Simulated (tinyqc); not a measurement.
Inside a calculation: dielectric confinement in a thin film (image charges). Values are carried at full precision from step to step, so a last printed digit may differ when a step is redone from the rounded ones.

A film |z| < t/2 of dielectric constant eps between half-spaces of dielectric constant e2; lam = (eps - e2)/(eps + e2), q = e^2/(4 pi eps0). The self-energy of a band edge is taken with the high-frequency value, e2 = eh, and the field of a fixed ion with the static one, e2 = eo. A charge at z has images lam^|n| at n t + (-1)^n z. Its self-energy is S(z) = (q/2 eps) sum over n >= 1 of lam^n [1/(n t - 2z) + 1/(n t + 2z)] for odd n and 2 lam^n/(n t) for even n; at the centre S(0) = -(q/(eps t)) ln(1 - lam).

Constants: e^2/(4 pi eps0) = 14.39964547 eV angstrom; hbar^2/2m0 = 3.80998211 eV angstrom^2; Ry = 13.60569312 eV.

Parameters, chosen for this exercise (near those of a Si (100) film, two-fold valleys, between layers of Al2O3; not measured data): t = 72 angstrom (film thickness); eps = 11.5 (dielectric constant of the film); eh = 3.1 (high-frequency dielectric constant outside); mz = 0.895 m0 (mass across the film); eo = 9.3 (static dielectric constant outside); m = 0.195 m0 (mass in the plane).

## Images for a charge at the centre

Give lam, the first five terms (q/eps) lam^n/(n t), their sum and the closed form.

lam = 0.5753

terms (meV): 10.01  2.88  1.10  0.48  0.22

sum of five = 14.68 meV
S(0) = 14.89 meV

The surroundings screen less than the film, so the images repel and each band edge moves outwards: the gap changes by about 2 S = +30 meV. The static value 9.3 would give S(0) = +1.9 meV.

## Self-energy across the film

S at 2z/t = 0, 0.2, 0.4, 0.6, 0.8 and 0.9, summed to n = 399.

Self-energy:
```
2z/t  z (angstrom)  S (meV)
0.0            0.0    14.89
0.2            7.2    15.32
0.4           14.4    16.82
0.6           21.6    20.57
0.8           28.8    32.77
0.9           32.4    57.67
```

Towards the wall S diverges as (q lam/4 eps)/(distance), an artefact of the abrupt interface that the vanishing envelope makes harmless.

## Shift of the subband edge

First order: <S> over the envelope (2/t) cos^2(pi z/t), beside the confinement energy c (pi/t)^2/mz, c = hbar^2/2m0.

<S> = 17.10 meV
confinement energy = 8.10 meV

|<S>| is 2.11 times the confinement energy; the first goes as 1/t and the second as 1/t^2, so they are equal at t = 34 angstrom.

## Binding of a donor

Donor at the centre, lam from the static eo, trial function cos(pi z/t) exp(-rho/l): E(l) = c/(m l^2) - (q/eps) times the integral over k of F(k t) (1 + (k l/2)^2)^(-3/2), with F(x) = F0 + 2 lam exp(-x) G/(1 - lam exp(-x)), F0 = 2[(1 - exp(-x/2))/x + x (1 + exp(-x/2))/(x^2 + 4 pi^2)], G = 2 sinh(x/2)[1/x - x/(x^2 + 4 pi^2)]; c = hbar^2/2m0. The binding energy is -E at the minimum, counted from the subband edge with its self-energy.

Minimise over l with and without images (lam = 0); Ry* = Ry m/eps^2.

Donor:
```
case         l (angstrom)  binding (meV)  in Ry*
no images            32.2           33.6    1.67
with images          31.9           37.2    1.85
```

Ry* = 20.06 meV

The images change the binding by +3.6 meV, against -2 (q/(eps t)) ln(1 - lam) = +3.9 meV for an orbit much smaller than t. At 300 K the binding is 1.4 kB T.

## Checks

- S(0) from the series against the closed form, meV: both 14.89.
- F(2.3) for lam = 0.5753 from a direct sum over images against the closed form: both 0.8629.

Program tinyqc; command `OMP_NUM_THREADS=1 python tinyqc.py 1251201 1251202 out.jsonl`; about 0.04 s on one thread of a shared Intel(R) Xeon(R) Processor @ 2.30GHz.
